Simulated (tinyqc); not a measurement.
Gaps across the alloy: virtual-crystal alloy in the empirical-pseudopotential method.

Empirical pseudopotential on the fcc lattice, atoms at +/- tau, tau = a (1,1,1)/8, no spin-orbit coupling. H(G,G') = c (2 pi/a)^2 |k + G|^2 delta + VS(q) cos(q.tau) + i VA(q) sin(q.tau), q = G - G', c = hbar^2/2m0; k and G in units of 2 pi/a; VS at |q|^2 = 3, 8, 11 and VA at 3, 4, 11, in rydberg, zero elsewhere. At each k the basis holds all G with |k + G|^2 up to 16; energies are counted from the fourth level at Gamma.

Virtual crystal A(1-x)B(x): a = (1 - x) a_A + x a_B. Rule linear: V = (1 - x) V_A + x V_B. Rule volume: V = [(1 - x) a_A^3 V_A + x a_B^3 V_B]/a^3, since a form factor is an atomic potential divided by the cell volume.

Constants: hbar^2/2m0 = 3.80998211 eV angstrom^2; Ry = 13.60569312 eV.

Parameters, chosen for this exercise (classic local form factors of the size used for Si (A) and Ge (B), which place X and L only to a few tenths of an eV; the results hold for these values, not for the real material): a = (5.43, 5.662) angstrom (lattice constants of A, B); VSA = (-0.21, 0.039, 0.078) Ry (symmetric form factors of A); VAA = (0, 0, 0) Ry (antisymmetric form factors of A); VSB = (-0.23, 0.009, 0.061) Ry (symmetric form factors of B); VAB = (0, 0, 0) Ry (antisymmetric form factors of B); rule = volume (mixing rule).

Gaps from the valence top to the fifth band at Gamma, at L = (1/2,1/2,1/2) and at the lowest of k = (f,0,0), f = 0.70, 0.75, ..., 1.00. Bowing C = 4 [(E(0) + E(1))/2 - E(1/2)].

Gaps (eV):
```
x      Gamma  Delta/X  f of the minimum      L   lowest
0.000  3.314    0.706              0.85  1.742  Delta/X
0.167  3.342    0.764              0.85  1.604  Delta/X
0.333  2.905    0.821              0.85  1.468  Delta/X
0.667  2.057    0.926              0.85  1.203  Delta/X
0.833  1.647    0.975              0.85  1.075  Delta/X
1.000  1.247    1.021              0.85  0.950        L
```

Give the missing row, x = 0.500.

Computed row:
```
x      Gamma  Delta/X  f of the minimum      L   lowest
0.500  2.476    0.874              0.85  1.334  Delta/X
```

bowing (eV): Gamma -0.783, Delta/X -0.043, L 0.046

The lowest valley changes: Delta/X to L between x = 0.833 and 1.000. From A to B the Gamma gap moves by -2.07 eV, L by -0.79 eV and Delta/X by +0.32 eV; a move of Delta/X below about 0.4 eV is within the error of such form factors, sign included. The virtual crystal holds no disorder and no bond relaxation, so its bowing comes from the non-linear dependence on the mean potential and volume alone, and it may differ from measured bowing, which is positive in these alloys, in size and even in sign; crossings move with it; where the character of the fifth band at Gamma changes along x, its value mixes two levels.

tinyqc: `OMP_NUM_THREADS=1 python tinyqc.py 1050051 1050052 out.jsonl`; about 0.5 s, one thread, shared Intel(R) Xeon(R) Processor @ 2.30GHz.
